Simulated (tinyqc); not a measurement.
From results back to parameters: heavy doping: gap narrowing, degeneracy and the minority density. Three cases, with inputs chosen for the exercise.

Problem. Narrowing at two dopings was computed from hidden E0 and N0, with N0 below Na.

Empirical narrowing (Slotboom form, constants chosen for the exercise; published fits of this form give the apparent narrowing, here it is taken as the true one): dEg = E0 [ln(N/N0) + sqrt(ln(N/N0)^2 + C)].

Find: N0; E0.

Method. The ratio dEg(Nb)/dEg(Na) depends on N0 alone and rises steadily with it; solve for ln N0 by bisection, then E0 from either value.

Case 1.

Values chosen (out of a larger set: gap and densities of states near those of Si at this temperature; narrowing constants near the fits for Si; not measured data):
- C = 0.5 (smoothing constant)
- Na = 1.3e+18 1/cm^3
- Nb = 3.9e+19 1/cm^3

dEg(Na) = 31.8013 meV
dEg(Nb) = 77.2958 meV

Solution.

N0 = 1.3e+17 1/cm^3
E0 = 6.75 meV

Case 2.

Values chosen (out of a larger set: gap and densities of states near those of Ge at this temperature; narrowing constants of the size fitted for Si, not for this material; not measured data):
- C = 0.5 (smoothing constant)
- Na = 8.8e+17 1/cm^3
- Nb = 2.6e+19 1/cm^3

dEg(Na) = 44.0977 meV
dEg(Nb) = 106.8988 meV

Solution.

N0 = 8.8e+16 1/cm^3
E0 = 9.36 meV

Case 3.

Values chosen (out of a larger set: gap and densities of states near those of Si at this temperature; narrowing constants near the fits for Si; not measured data):
- C = 0.5 (smoothing constant)
- Na = 1.2e+18 1/cm^3
- Nb = 3.6e+19 1/cm^3

dEg(Na) = 28.9745 meV
dEg(Nb) = 70.4251 meV

Solution.

N0 = 1.2e+17 1/cm^3
E0 = 6.15 meV

Computed by tinyqc, one run a case: `OMP_NUM_THREADS=1 python tinyqc.py N N+1 out.jsonl` with N = 1650690, 1650755, 1650774; one thread of a shared Intel(R) Xeon(R) Processor @ 2.30GHz, about 0.02 s a run at most.
